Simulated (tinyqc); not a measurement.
Worked calculation: scattering of inversion-layer electrons by surface optical phonons of the gate insulator (remote phonon scattering). Computed by tinyqc, a small Python program that keeps every step. Command: `OMP_NUM_THREADS=1 python tinyqc.py 3114083 3114084 out.jsonl sophonon walk`. One thread of a shared host (Intel(R) Xeon(R) Processor @ 2.30GHz), about 0.01 s of CPU time with the checks. Intermediate numbers are printed to about 7 digits and carried at full precision; extremes and crossings named in words are read from the listed rows.

One subband with the Fang-Howard envelope; insulator and channel are half-spaces, the gate is far away, and an interlayer only moves the polar surface away by t (its own modes and its permittivity contrast are left out).

Inputs (values chosen for the exercise, modelled on Al2O3 on In0.53Ga0.47As):

| quantity | value | unit |
|---|---|---|
| static constant of the insulator eps_0s | 12.8 | - |
| intermediate constant eps_i | 7.17 | - |
| optical constant eps_inf | 3.25 | - |
| hbar omega_TO1 | 47.5 | meV |
| hbar omega_TO2 | 70.6 | meV |
| constant of the channel eps_s | 13.9 | - |
| in-plane mass m | 0.0413 | m_0 |
| valleys g_v | 1 | - |
| sheet density n | 2.8e+12 | 1/cm^2 |
| mean distance of the electrons z0 = 3/b | 5.6 | nm |
| interlayer thickness t | 0.65 | nm |
| temperature T | 200 | K |
| electron energy E | 98 | meV |
| mobility from other processes | 2280 | cm^2/(V s) |

Screening by the channel electrons: none.

Constants: k_B = 8.617333262e-05 eV/K; hbar^2/(2 m_0) = 3.80998212 eV angstrom^2; e^2/(4 pi eps_0) = 14.39964548 eV angstrom; hbar = 6.582119569e-16 eV s; e = 1.602176634e-19 C; m_0 = 9.1093837015e-31 kg.

## Surface modes and strengths

eps(w) = eps_inf + (eps_0s - eps_i) w1^2/(w1^2 - w^2) + (eps_i - eps_inf) w2^2/(w2^2 - w^2). Surface modes solve eps(w) + eps_s = 0, a quadratic in w^2; the strength of a mode is g = 2/(w d eps/dw). Occupation N = 1/(exp(hbar w/(k_B T)) - 1).

hbar omega_SO (meV): 1 52.41205, 2 79.83452

strengths g: 1 0.00642680, 2 0.01442905

occupations N: 1 0.05018091, 2 0.00982893

hbar omega g (2 N + 1) (meV): 1 0.370648, 2 1.174581

The lower mode has the larger hbar omega g N, the prefactor of absorption before the dependence on q: 0.0169 and 0.0113 meV.

## The electron gas

Density of states D = g_v m/(pi hbar^2); eta = E_F/(k_B T) = ln(exp(n/(D k_B T)) - 1); screening wave number q_s = e^2 D/(2 eps_0 eps_avg) x 1/(1 + exp(-eta)), eps_avg = (eps_s + eps_inf)/2; b = 3/z0.

D = 1.725231e+13 1/(eV cm^2)

eta = 9.416817

q_s = 0.1820160 1/nm

b = 0.5357143 1/nm

Caution: E_F is high enough for upper subbands or non-parabolicity, left out here, to matter.

## Squared matrix elements

For a mode of strength g, without the occupation factor, Area x |M(q)|^2 = e^2 hbar w g/(2 eps_0 q) x (b/(b + q))^6 exp(-2 q t).

Area x |M|^2 (meV^2 nm^2):

| q (1/nm) | (b/(b + q))^6 | exp(-2 q t) | mode 1 | mode 2 |
|---|---|---|---|---|
| 0.05 | 5.854428e-01 | 0.9370675 | 3.343820e+04 | 1.143525e+05 |
| 0.10 | 3.581191e-01 | 0.8780954 | 9.583559e+03 | 3.277401e+04 |
| 0.20 | 1.490542e-01 | 0.7710516 | 1.751279e+03 | 5.989050e+03 |
| 0.30 | 6.938289e-02 | 0.6770569 | 4.772148e+02 | 1.631987e+03 |
| 0.50 | 1.914959e-02 | 0.5220458 | 6.093344e+01 | 2.083811e+02 |
| 0.80 | 4.162152e-03 | 0.3534547 | 5.604273e+00 | 1.916558e+01 |
| 1.20 | 8.644302e-04 | 0.2101361 | 4.613249e-01 | 1.577646e+00 |

## Rates at the energy E

Approximate momentum relaxation rate, taking tau v alike in the initial and final states: 1/tau = (m/(2 pi hbar^3)) sum over modes and over absorption (N, E' = E + hbar w) and emission (N + 1, E' = E - hbar w > 0) of [(1 - f(E'))/(1 - f(E))] int_0^(2 pi) Area |M(q)|^2 (1 - cos theta) d theta, q^2 = k^2 + k'^2 - 2 k k' cos theta, f the Fermi function; 48 midpoints in theta from 0 to pi.

rates (1/ps): mode 1 absorption 0.04775611, mode 1 emission 0.00736976, mode 2 absorption 0.04950846, mode 2 emission 0.00567697

tau at E = 9065.254 fs

## Mobility

mu = (e/m) int tau E f (1 - f) dE/(k_B T int f dE), by 300 midpoints from 0 to (max(eta, 0) + 14) k_B T; Matthiessen sum with the other processes.

remote-phonon mobility = 2062321 cm^2/(V s)

total mobility = 2277.482 cm^2/(V s)

loss of mobility = 0.1104329 %

Caution: a relaxation time is only an approximation for inelastic scattering, and static or no screening brackets the true dynamic screening only roughly.

## What an interlayer buys

The formulas are those given above.

Against the interlayer thickness:

| t (nm) | remote-phonon mobility (cm^2/(V s)) | total (cm^2/(V s)) |
|---|---|---|
| 0.0 | 1296035 | 2275.996 |
| 0.3 | 1620182 | 2276.796 |
| 0.6 | 1994799 | 2277.397 |
| 1.0 | 2577224 | 2277.985 |
| 1.5 | 3447661 | 2278.493 |
| 2.0 | 4490185 | 2278.843 |
| 3.0 | 7168127 | 2279.275 |

1 nm of interlayer raises the remote-phonon mobility by a factor 1.99, as exp(2 q t) with an effective q of 0.34 per nm; between 2 and 3 nm the effective q is 0.23. The total stays at 2280 over the first nanometre.

Checks made by the program: sum of strengths against 1/(eps_s + eps_inf) - 1/(eps_s + eps_0s) (relative difference below 1e-10).
